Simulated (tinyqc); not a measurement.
Six-band Luttinger-Kohn model with strain, step by step. Values are carried at full precision from step to step, so a last printed digit may differ when a step is redone from the rounded ones.

Constants: hbar^2/2m0 = 3.80998211 eV angstrom^2.

Parameters, chosen for this exercise (near those of Si; shifted at random, so the results belong to these values and not to a real crystal):
```
symbol  value               unit        meaning
C11     165.4               GPa
C12     63.9                GPa
C44     79.6                GPa
load    uniaxial [110]                  kind of stress
X       2.21                GPa         stress
Dso     0.044               eV          spin-orbit splitting
g1      4.28                            Luttinger gamma1
g2      0.34                            gamma2
g3      1.45                            gamma3
av      2.44                eV          valence hydrostatic potential
b       -2.09               eV          tetragonal shear potential
d       -4.78               eV          trigonal shear potential
k       (-0.021, 0.047, 0)  1/angstrom  wave vector
kmax    0.08                1/angstrom  end of the path
```

## Strain from a uniaxial [110] stress

s11 = (C11 + C12)/((C11 - C12)(C11 + 2 C12)), s12 = -C12/((C11 - C12)(C11 + 2 C12)), s44 = 1/C44; exx = s11 sxx + s12 (syy + szz) and cyclic, exy = s44 sxy/2; tension is positive. A uniaxial stress X along the unit vector n is s_ij = X n_i n_j.

s11, s12, s44 (1/TPa): 7.7050  -2.1472  12.5628

strain tensor:
```
          x         y          z
x  0.006141  0.006941   0.000000
y  0.006941  0.006141   0.000000
z  0.000000  0.000000  -0.004745
```

The volume changes by +0.754 %; there is shear in the cubic axes, so d enters.

## The terms P, Q, R, S at one k

P = c g1 k^2 - av tr(e); Q = c g2 (kx^2 + ky^2 - 2 kz^2) - (b/2)(exx + eyy - 2 ezz); R = c sqrt3 [-g2 (kx^2 - ky^2) + 2i g3 kx ky] + (sqrt3/2) b (exx - eyy) - i d exy; S = 2 c sqrt3 g3 (kx - i ky) kz - d (exz - i eyz); c = hbar^2/2m0, e the strain tensor (not engineering shear).

Form the four terms.

Terms (eV):
```
term            from k  from strain
P              0.04321     -0.01839
Q              0.00343      0.02275
R     0.00397-0.01889i     0.03318i
S              0.00000      0.00000
```

## The Hamiltonian

Six-band Luttinger-Kohn model in the basis |3/2,3/2>, |3/2,1/2>, |3/2,-1/2>, |3/2,-3/2>, |1/2,1/2>, |1/2,-1/2>, electron energies, zero at the top of the unstrained valence band. H = -[rows: (P+Q, -S, R, 0, -S/r2, r2 R); (-S*, P-Q, 0, R, -r2 Q, r32 S); (R*, 0, P-Q, S, r32 S*, r2 Q); (0, R*, S*, P+Q, -r2 R*, -S*/r2); (-S*/r2, -r2 Q, r32 S, -r2 R, P+Dso, 0); (r2 R*, r32 S*, r2 Q, -S/r2, 0, P+Dso)], r2 = sqrt(2), r32 = sqrt(3/2). Levels are twofold.

Each term is the sum of its two parts.

H(k) (eV), lower triangle (Hermitian):
```
                  3/2,3/2          3/2,1/2  3/2,-1/2        3/2,-3/2  1/2,1/2  1/2,-1/2
3/2,3/2           -0.0510
3/2,1/2                 0           0.0014
3/2,-1/2  -0.0040+0.0143i                0    0.0014
3/2,-3/2                0  -0.0040+0.0143i         0         -0.0510
1/2,1/2                 0           0.0370         0  0.0056+0.0202i  -0.0688
1/2,-1/2  -0.0056+0.0202i                0   -0.0370               0        0   -0.0688
```

## Levels and their make-up

Diagonalise H. The weights add +m and -m and are averaged over each pair; m is taken along z.

levels from the top, each twofold (eV): 0.0177  -0.0380  -0.0982

weights:
```
               top  second  third
|3/2,+-3/2>  0.007   0.770  0.223
|3/2,+-1/2>  0.853   0.012  0.136
|1/2,+-1/2>  0.140   0.218  0.642
```

The top pair is 85 % |3/2,+-1/2>, the second pair is 77 % |3/2,+-3/2> and the third pair is 64 % |1/2,+-1/2>.

## Band edges at k = 0
Diagonalise H at k = 0. The weights add +m and -m (m along z) and are averaged over each pair.

edges from the top (eV): 0.0596  0.0320  -0.0804

weights at k = 0:
```
               top  second  third
|3/2,+-3/2>  0.139   0.504  0.358
|3/2,+-1/2>  0.841   0.034  0.125
|1/2,+-1/2>  0.020   0.463  0.517
```

The stress splits the top two pairs by 27.5 meV, 1.07 times kT at 300 K (25.85 meV); the third lies 140.0 meV below the top, against Dso = 44 meV without stress.

## Hole masses at the edges

Curvature at k = 0: m/m0 = -2 c h^2/(E(h u) + E(-h u) - 2 E(0)) with h = 0.0002 1/angstrom along the unit vector u.

Hole masses (m0):
```
direction    top  second  third
[110]      0.388   0.648  0.115
[1-10]     0.190   0.141  2.056
[100]      0.255   0.231  0.217
[001]      0.200   0.238  0.275
```

Of the directions listed, the top pair is lightest along [1-10] (0.190) and heaviest along [110] (0.388). These masses hold only for hole energies well below the splitting of 28 meV.

## Bands along [110] and [001]

Six points from 0 to kmax in each direction.

Levels (eV):
```
direction  |k| (1/angstrom)      top   second    third  top, no stress  second, no stress
[110]                 0.000   0.0596   0.0320  -0.0804          0.0000             0.0000
[110]                 0.016   0.0571   0.0305  -0.0889         -0.0016            -0.0064
[110]                 0.032   0.0510   0.0247  -0.1146         -0.0056            -0.0233
[110]                 0.048   0.0443   0.0119  -0.1578         -0.0101            -0.0450
[110]                 0.064   0.0393  -0.0100  -0.2185         -0.0142            -0.0710
[110]                 0.080   0.0352  -0.0403  -0.2968         -0.0180            -0.1028
[001]                 0.000   0.0596   0.0320  -0.0804          0.0000             0.0000
[001]                 0.016   0.0547   0.0279  -0.0840         -0.0035            -0.0048
[001]                 0.032   0.0406   0.0151  -0.0946         -0.0140            -0.0190
[001]                 0.048   0.0184  -0.0076  -0.1124         -0.0316            -0.0418
[001]                 0.064  -0.0099  -0.0421  -0.1373         -0.0562            -0.0717
[001]                 0.080  -0.0437  -0.0888  -0.1695         -0.0878            -0.1075
```

## Checks

- Levels against the same model in the basis X, Y, Z times spin: they agree to 1e-10 or better.

Program tinyqc; command `OMP_NUM_THREADS=1 python tinyqc.py 1080936 1080937 out.jsonl`; about 0.05 s on one thread of a shared Intel(R) Xeon(R) Processor @ 2.30GHz.
